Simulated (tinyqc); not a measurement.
Fully depleted semiconductor-on-insulator film with two gates, non-linear Poisson equation by Newton steps: threshold and coupling against the insulator thickness.

One dimension across the film, front interface at x = 0, back interface at x = ts. psi is counted from the intrinsic level, n = ni exp(psi/Vt) (source grounded), holes neglected, acceptors ionised. Gates act through Cox = eps0 eox/tox and Cbox = 3.9 eps0/tb with potentials G1 = Vg - (phiM - chi - Vt ln(Nc/ni)) and G2 = Vb - (phiB - chi - Vt ln(Nc/ni)). Classical Boltzmann densities, no interface charge, no depletion in the back plane.

ni = sqrt(Nc Nv) exp(-Eg/(2 Vt)), Eg in volts. The Poisson equation eps0 eps_r d2psi/dx2 = q (n + Na), with -eps0 eps_r dpsi/dx = Cox (G1 - psi) at x = 0 and eps0 eps_r dpsi/dx = Cbox (G2 - psi) at x = ts, is solved on 300 equal intervals with half boxes at both ends; N_inv is the trapezoid sum of n. VT is the Vg for N_inv = 1e11 cm^-2; -dVT/dVb from the linearised equation. Limits with Cs = eps0 eps_r/ts: front channel Cs Cbox/(Cox (Cs + Cbox)), back channel Cbox (Cox + Cs)/(Cox Cs). Swing at N_inv = 1e8 cm^-2.

Inputs (values chosen for the exercise); band and dielectric values close to those of germanium:
- T = 300 K (temperature)
- Eg = 0.659 eV (band gap)
- eps_r = 15.9 (relative permittivity)
- Nc = 1.04e19 cm^-3 (conduction-band density of states at T)
- Nv = 5.88e18 cm^-3 (valence-band density of states at T)
- chi = 3.96 eV (electron affinity)
- eox = 3.9 (relative permittivity of the gate insulator (close to silicon dioxide))
- ts = 27 nm (film thickness)
- tb = 76 nm (buried-oxide thickness (eps_r 3.9))
- Na = 1e15 cm^-3 (acceptor density of the film)
- phiM = 4.19 eV (work function of the front gate)
- phiB = 4.01 eV (work function of the back plane)
- Vb = 0 V (back-gate voltage)

Constants: q = 1.602176634e-19 C, kB = 1.380649e-23 J/K, Vt = kB T/q, eps0 = 8.8541878128e-14 F/cm where lengths are in cm. Results are converted to the units shown.

Result of one run:

| VT (V) | centroid/ts at VT | -dVT/dVb | front-channel limit | back-channel limit | swing (mV/decade) |
|---|---|---|---|---|---|
| 0.117 | 0.478 | 0.135 | 0.0944 | 0.190 | 68.4 |

Which insulator thickness tox gave this result: 1.9, 2.8, 5.5 or 7.8 nm?

tox = 7.8 nm.

The whole series:

| tox (nm) | VT (V) | centroid/ts at VT | -dVT/dVb | front-channel limit | back-channel limit | swing (mV/decade) |
|---|---|---|---|---|---|---|
| 1.9 | 0.0967 | 0.478 | 0.0603 | 0.0230 | 0.112 | 63.9 |
| 2.8 | 0.0999 | 0.478 | 0.0717 | 0.0339 | 0.124 | 64.6 |
| 3.9 | 0.104 | 0.478 | 0.0856 | 0.0472 | 0.138 | 65.4 |
| 5.5 | 0.109 | 0.478 | 0.106 | 0.0666 | 0.160 | 66.6 |
| 7.8 | 0.117 | 0.478 | 0.135 | 0.0944 | 0.190 | 68.4 |
| 11 | 0.129 | 0.478 | 0.175 | 0.133 | 0.232 | 70.8 |
| 16 | 0.146 | 0.478 | 0.238 | 0.194 | 0.298 | 74.7 |

As tox goes from 1.9 to 16, VT rises from 0.0967 to 0.146 V, the centroid stays near 0.478 of ts and -dVT/dVb rises from 0.0603 to 0.238. The coupling covers 41.9 % of the way from the front-channel to the back-channel limit in the first row and 43.1 % in the last.

Computed by the program tinyqc: `OMP_NUM_THREADS=1 python tinyqc.py 2190082 2190083 out.jsonl`, one thread of a shared Intel Xeon 2.30GHz, about 0.3 s for the whole run.
